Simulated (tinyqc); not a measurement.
X-ray photoelectron analysis of a thin oxide on a semiconductor: attenuation lengths, thickness, angle series and band offsets: one step, computed by the program tinyqc. Command: `OMP_NUM_THREADS=1 python tinyqc.py 3110372 3110373 out.jsonl xps walk`. One thread of a shared host (Intel(R) Xeon(R) Processor @ 2.30GHz), about 0.01 s of CPU time with the checks.

The same element is seen in the oxide and in the substrate, at nearly the same kinetic energy; films are flat and uniform, and the work function is ignored.

Task: Band offsets by core levels. Valence band offset = (E_core - E_v)(substrate) - (E_core - E_v)(oxide) + (core level separation at the interface, oxide less substrate). The separation is made here from the given offset; a uniform field F that raises the binding energy towards the surface shifts the oxide peak by e F <z>, <z> = d/(1 - exp(-x)) - d/x, x = d/(L_o cos theta), being the mean distance from the interface. Conduction band offset = oxide gap - substrate gap - valence band offset.

Inputs (values chosen for the exercise, modelled on SiO2 on silicon):

| quantity | value | unit |
|---|---|---|
| oxide gap | 8.83 | eV |
| substrate gap | 1.12 | eV |
| oxide thickness d | 1.4 | nm |
| valence band offset used to make the data | 4.34 | eV |
| core level less valence band top, substrate | 98.99 | eV |
| core level less valence band top, thick oxide | 98.41 | eV |
| field in the oxide | 0.7 | MV/cm |

d/(L_o cos theta) = 0.9352672

Give: separation without field; <z>; separation with field; apparent valence band offset; true conduction band offset; apparent conduction band offset.

Result:

separation without field = 3.76 eV

<z> = 0.8076 nm

separation with field = 3.817 eV

apparent valence band offset = 4.397 eV

true conduction band offset = 3.37 eV

apparent conduction band offset = 3.313 eV

The field biases both offsets by 0.057 eV, in opposite directions.
